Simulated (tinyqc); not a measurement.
MOSFET in saturation, small-signal circuit and noise: two steps of the calculation.

Bias by the inversion coefficient IC = I/Ispec (charge-based model with velocity saturation; weak inversion below 0.1, strong above 10). Common-source circuit: gm, gds, Cgs, Cgd and Cj at the inner nodes, Rg in series with the gate; quasi-static, no source or drain resistance, no gate-body capacitance, no substrate network, no induced gate noise, so fmax is an upper estimate.

Values chosen for this exercise: gate length L = 90 nm; total gate width W = 10 um; gate capacitance Cox = 0.9 uF/cm^2; overlap and fringe capacitance per side Cov = 0.42 fF/um; drain junction capacitance Cj = 0.33 fF/um; sheet resistance of the gate Rsh = 10 ohm; finger width Wf = 0.5 um; gate contact and vertical resistance Rc = 100 ohm um; inversion coefficient IC = 0.6; signal frequency f = 1 GHz.

Problem 1. Capacitances, gate resistance and cut-off frequencies. qs = [sqrt(1 + 4 IC) - 1]/2, Cgs = Cox W L qs (2 qs + 3)/(3 (qs + 1)^2) + Cov W, Cgd = Cov W, Cd = Cj W, Rg = Rsh (Wf/L)/(12 Nf) + Rc/W with Nf = W/Wf fingers (not rounded) contacted at both ends. fT = gm/(2 pi (Cgs + Cgd)), fmax = fT/(2 sqrt(Rg (gds + 2 pi fT Cgd))).

gm = 0.48557854 mS
gds = 0.027677977 mS

Wanted: Cgs; Cgd; Cd; Rg; fT; fmax.

Solution 1.

Cgs = 6.366 fF
Cgd = 4.200 fF
Cd = 3.300 fF
Rg = 10.23 ohm
fT = 7.314 GHz
fmax = 76.96 GHz

Overlap and fringe make up 79.5 % of the gate capacitance; fmax is 10.5 times fT.

Problem 2. Current gain and unilateral power gain. |h21| = |Y21/Y11|; U = |Y21 - Y12|^2/(4 [Re Y11 Re Y22 - Re Y12 Re Y21]). Extrapolated at 20 dB a decade: f |h21| and f sqrt(U).

Y with Rg (mS):
```
,1,2
1,0.0000450929+0.0663872466i,-0.0000179247-0.0263893661i
2,0.4855603953-0.0267191904i,0.0276851913+0.0472549923i
```

Wanted: |h21|; U; f |h21|; f sqrt(U).

Solution 2.

|h21| = 7.3251
U = 5923.1
f |h21| = 7.3251 GHz
f sqrt(U) = 76.962 GHz

tinyqc, about 0.01 s, one thread, Intel Xeon 2.30GHz (shared host): `OMP_NUM_THREADS=1 python tinyqc.py 2150045 2150046 out.jsonl`
